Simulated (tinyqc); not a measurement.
# Surface photovoltage measurement of the minority-carrier diffusion length in a wafer, step by step

A worked calculation. Computed by tinyqc, a small Python program that keeps every step. Command: `OMP_NUM_THREADS=1 python tinyqc.py 3130144 3130145 out.jsonl spv walk`. One thread of a shared host (Intel(R) Xeon(R) Processor @ 2.30GHz), about 0.01 s of CPU time with the checks. Intermediate numbers are printed to about 5 digits and carried at full precision; extremes and crossings named in words are read from the listed rows.

Low injection, steady light, a depletion layer much thinner than 1/alpha and L. The excess density dn is taken at the front edge of the neutral region; light that reaches the back is lost.

Inputs (values chosen for the exercise, modelled on p-type silicon at room temperature):
```
quantity                                              value               unit
diffusion length L                                      190         micrometre
wafer thickness W                                       625         micrometre
diffusivity D                                          33.7             cm^2/s
front recombination velocity S_f                        120               cm/s
back recombination velocity S_b                        8700               cm/s
photon flux entering                                5.2e+13         1/(cm^2 s)
minority density at the surface barrier scale n_0   8.4e+08             1/cm^3
temperature T                                           298                  K
wavelength                                              813                 nm
relative noise of each reading                            1                  %
diffusion length after pair splitting over L           0.56                  -
iron factor C                                      1.08e+16  micrometre^2/cm^3
```

Constants: k_B = 8.617333262e-05 eV/K.

## One wavelength

alpha = (84.732/lambda - 76.417)^2 per cm with lambda in micrometre (an empirical fit for silicon between 0.7 and 1.05 micrometre). Thick wafer: dn = Phi L/((S_f + D/L)(L + 1/alpha)). Finite wafer, with s = S_b L/D, w = W/L, a = alpha L: dn = [Phi a/(a^2 - 1)] [a - B - exp(-alpha W)(a - s)/(cosh w + s sinh w)]/(S_f + B D/L), B = (sinh w + s cosh w)/(cosh w + s sinh w). Photovoltage V = (k_B T/e) ln(1 + dn/n_0). Lifetime = L^2/D.

alpha = 773.08 1/cm

penetration depth 1/alpha = 12.935 micrometre

dn, thick wafer = 2.5709e+10 1/cm^3

B = 1.0018

dn, finite wafer = 2.5662e+10 1/cm^3

photovoltage V = 88.635 mV

lifetime = 10.712 microsecond

Caution: dn is not small against n_0, so V is not linear in the flux; the constant-flux reading then needs dn, not V.

## The linear plot

normal deviates g for the noise: 0.57  0.51  -1.53  -0.25  0.94  -0.54  0.87

Readings y = (Phi/dn) (1 + noise x g) at 780, 830, 880, 920, 950, 975 and 995 nm; a least-squares line y = c (1/alpha + L_app) gives L_app = intercept/slope.

Readings:
```
lambda (nm)  1/alpha (micrometre)  y (cm/s)  line (cm/s)
780                          9.64    2004.7       1988.2
830                         15.18    2059.2       2044.9
880                         25.33    2117.5       2148.7
920                         40.66    2298.3       2305.4
950                         61.28    2534.5       2516.2
975                         90.92    2794.1       2819.3
995                        130.89    3242.2       3227.9
```

slope = 10.224 cm/(s micrometre)

apparent length L_app = 184.83 micrometre

error of L_app (rounded to 0.001) = -2.721 %

Without noise the error would be -0.9 %, from the finite thickness at W/L = 3.3. S_f scales all readings alike and leaves L_app unchanged.

## Where the wafer is too thin

No noise; L is varied at fixed W, and the last two columns set S_b to 0 and to 1e7 cm/s.

Apparent length (micrometre):
```
L          W/L  given S_b  S_b = 0  S_b = 1e7
31.2    20.032      31.20     31.2      31.20
62.5    10.000      62.50     62.5      62.50
125.0    5.000     124.92    125.1     124.85
188.0    3.324     186.44    190.0     185.71
312.0    2.003     290.95    338.1     285.54
500.0    1.250     391.47    647.2     376.13
812.0    0.770     464.15   1396.4     438.24
1310.0   0.477     501.33   3034.8     468.95
2500.0   0.250     520.70   7352.9     484.67
```

With a fast back surface L_app levels off, at 485 micrometre in the last row; with a passive one it reaches up to 2.94 times L among these rows and is 7350 in the last. All three columns are within 5 % of L down to W/L = 3.3.

## Iron from two lengths

Splitting iron-boron pairs in boron-doped silicon shortens L; with nothing else changing, [Fe] = C (1/L_after^2 - 1/L^2). It is evaluated with the true lengths and with the apparent ones (without noise), which differ when the wafer is not thick against L.

L_after = 106.4 micrometre

[Fe] from the true lengths = 6.5481e+11 1/cm^3

[Fe] from the apparent lengths = 6.4987e+11 1/cm^3

bias, apparent over true less 1 (rounded to 0.001) = -0.755 %

Checks made by the program: dn against a finite-difference solution (relative difference 1e-05).
